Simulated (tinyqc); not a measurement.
From results back to parameters: donor level screened by free carriers (Yukawa potential). Three cases, with inputs chosen for the exercise.

Problem. With Debye screening alone, ks^2 = 4 pi q n/(eps kB T), 1e18/cm^3 = 1e-6/angstrom^3. The converged binding was computed from a hidden density.

Potential -(q/(eps r)) exp(-ks r), q = e^2/(4 pi eps0). In units Ry* = Ry m/eps^2 and a* = a0 eps/m the problem is [-Laplacian - 2 exp(-x r)/r] psi = E psi with x = ks a*.

Converged values use 18 functions exp(-z r), z = 1.55^i, i = -11 to 6: S = 2/A^3, H = z_i z_j S - 2/(A + x)^2, A = z_i + z_j.

Constants: e^2/(4 pi eps0) = 14.39964547 eV angstrom; kB = 8.617333262e-05 eV/K.

Case 1.

Values chosen (out of a larger set: near those of a donor in GaN, with one mean mass; not measured data): eps = 9.3 (dielectric constant); T = 300 K (temperature).

Ry* = 31.305 meV
a* = 24.73 angstrom
binding = 5.6507 meV

Case 2.

Values chosen (out of a larger set: near those of a donor in Si, with one mean mass; not measured data): eps = 11.4 (dielectric constant); T = 400 K (temperature).

Ry* = 32.454 meV
a* = 19.46 angstrom
binding = 12.4799 meV

Case 3.

Values chosen (out of a larger set: near those of a donor in GaAs, with one mean mass; not measured data): eps = 13.1 (dielectric constant); T = 77 K (temperature).

Ry* = 5.550 meV
a* = 99.03 angstrom
binding = 1.3843 meV

Find: x; n.

Solution. The binding in Ry* falls steadily with x, so bisection gives x; then n = (x/a*)^2 eps kB T/(4 pi q).

Case 1.

x = 0.644
n = 0.90 x 1e18/cm^3

Case 2.

x = 0.411
n = 0.97 x 1e18/cm^3

Case 3.

x = 0.553
n = 0.015 x 1e18/cm^3

Computed by tinyqc, one run a case: `OMP_NUM_THREADS=1 python tinyqc.py N N+1 out.jsonl` with N = 1252655, 1252674, 1252681; one thread of a shared Intel(R) Xeon(R) Processor @ 2.30GHz, about 0.02 s a run at most.
